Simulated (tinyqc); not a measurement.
BCS gap equation with a constant attraction inside the Debye window: one step, computed by the program tinyqc.

Pairs attract with strength V for |xi| < k_B Theta; N(0) is the density of states for one spin. Energies are given as temperatures (E/k_B, in K) unless marked.

Question. Gap at zero temperature. At T = 0 the gap equation 1/(N(0)V) = int_0^Theta d xi/sqrt(xi^2 + Delta^2) has the integral arcsinh(Theta/Delta), so Delta_0 = Theta/sinh(1/(N(0)V)); weak coupling gives 2 Theta exp(-1/(N(0)V)).

Inputs (values chosen for the exercise, modelled on tin): coupling N(0)V = 0.244; Debye temperature Theta = 197 K.

Solver: bisection.

Constants: k_B = 8.617333262e-05 eV/K.

Give: Delta_0; weak-coupling Delta_0; Delta_0 in meV.

Answer.

Delta_0 = 6.542 K

weak-coupling Delta_0 = 6.540 K

Delta_0 in meV = 0.5638 meV
